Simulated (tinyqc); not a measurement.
Stretching all distances: RHF, UHF, MP2, CISD and CCSD against full CI in the sto-3g basis, for BeH2, spin multiplicity 1. Computed by the program tinyqc with PySCF. All coordinates are multiplied by the scale. c0^2 is the weight of the RHF determinant in the lowest singlet FCI state (UHF is spin-contaminated and may lie near states of higher spin) and n(LUMO) the first natural occupation beyond the occupied space.

Geometry (angstrom):
```
atom       x        y       z
Be    0.0000   0.0000  0.0000
H     0.0000   1.2390  0.1070
H     0.0000  -1.2390  0.1070
```

Full CI energy (hartree) and errors against it (kcal/mol):
```
scale  distance 1-2 (angstrom)     E(FCI)      RHF     UHF     MP2    CISD   CCSD  <S^2> UHF   c0^2  n(LUMO)
0.990                    1.231  -15.58848   19.634  19.634   6.315   0.379  0.209      0.000  0.977    0.023
1.180                    1.467  -15.58091   26.346  26.346   9.441   0.707  0.341      0.000  0.963    0.041
1.360                    1.691  -15.53073   36.315  36.315  14.373   1.467  0.645      0.000  0.936    0.075
1.540                    1.915  -15.46864   50.755  49.556  21.917   3.175  1.345      0.277  0.889    0.141
1.730                    2.151  -15.40792   72.195  46.024  33.708   6.927  2.931      0.976  0.799    0.271
1.920                    2.388  -15.36427  101.668  34.852  50.664  13.096  4.891      1.226  0.640    0.507
```

What does the comparison show, and why?

UHF parts from RHF first at scale 1.54 of those listed, where <S^2> leaves zero. The weight c0^2 goes from 0.98 to 0.64 and n(LUMO) from 0.02 to 0.51: static correlation grows as the bonds break into open-shell fragments. The spread of the error along the curve, which distorts its shape, is CCSD 4.7, CISD 12.7, UHF 29.9, MP2 44.3, RHF 82.0 kcal/mol. The table stops here: at scale 2.1 and beyond, the reference weight falls under 0.45 or RHF, UHF or CCSD hop between solutions, so those rows were left out and the spreads given cover only the rows shown. As computed, partly on other solutions, the errors there reach in size RHF 137, UHF 29, MP2 71, CISD 18, CCSD 4 kcal/mol.
